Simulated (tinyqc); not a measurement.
Raising the sheet density: Gamma, L and X subbands of a thin body with non-parabolic valleys.

Hard walls, flat band, c = hbar^2/2m0, energies from the bulk Gamma edge. For a valley at angle theta to the normal 1/m_z = cos^2/ml + sin^2/mt and m_d = sqrt(ml mt^2/m_z). Subband n starts at E_v + e with e (1 + a e) = c (n pi/t)^2/m_z, and its density-of-states mass is taken as m_d (1 + 2 a e), without further growth at higher in-plane energy. Groups are named by valley and degeneracy.

n_i = g m/(2 pi c) kB T ln(1 + exp((EF - E_i)/kB T)), sum n_i = Ns (1e12/cm^2 = 1e-4/angstrom^2), c = hbar^2/2m0. Quantum capacitance Cq = 1602.176634 sum g m/(2 pi c) f_i in microfarad/cm^2 with f_i = 1/(1 + exp((E_i - EF)/kB T)); Cox = 34.5313/eot (one gate); C/Cox = Cq/(Cq + Cox), the centroid term left out.

Constants: hbar^2/2m0 = 3.80998211 eV angstrom^2; kB = 8.617333262e-05 eV/K.

Parameters, chosen for this exercise (near those of a thin Ge channel; not measured data):
```
symbol  value                      unit         meaning
face    111                                     surface
mG      0.0379                     m0           Gamma mass
aG      1.05                       1/eV         Gamma non-parabolicity
EL      -0.144                     eV           L edge above Gamma
mL      (1.648, 0.079)             m0           L valleys (four, along <111>): ml, mt
EX      0.035                      eV           X edge above Gamma
mX      (0.903, 0.184)             m0           Delta valleys (six, along <100>): ml, mt
aS      0.44                       1/eV         non-parabolicity of L and X
t       26                         angstrom     body thickness
T       300                        K            temperature
eot     9                          angstrom     equivalent oxide thickness
Nl      (0.5, 1, 2, 4, 7, 11, 16)  x 1e12/cm^2  sheet densities
```

Fixed thickness, n = 1 to 8 of all groups; the gate overdrive above the lowest edge is (EF - E_lowest)/e + 0.1602177 Ns/Cox in volts.

Results:
```
Ns (1e12/cm^2)  EF - lowest (eV)  Gamma share (%)     Cq  C/Cox  overdrive (V)
0.5                       -0.008              0.0   2.41  0.386          0.013
1.0                        0.017              0.0   3.89  0.503          0.059
2.0                        0.051              0.0   5.69  0.597          0.134
4.0                        0.097              0.0   8.40  0.687          0.264
7.0                        0.146              0.0  10.84  0.738          0.438
11.0                       0.200              0.0  12.97  0.772          0.660
16.0                       0.252              0.0  19.18  0.833          0.920
```

What does the comparison show?

The lowest subband is L1 n=1; the light Gamma level lies 909 meV above it, above that valley in the bulk already and lifted further by confinement. At the highest density band filling takes 0.252 V of the 0.920 V overdrive. Cq grows from 2.4 to 19.2 microfarad/cm^2 while EF moves from -0.008 to +0.252 eV against the lowest edge; the Gamma share stays near 0 %.

Program tinyqc; command `OMP_NUM_THREADS=1 python tinyqc.py 1281853 1281854 out.jsonl`; about 0.02 s on one thread of a shared Intel(R) Xeon(R) Processor @ 2.30GHz.
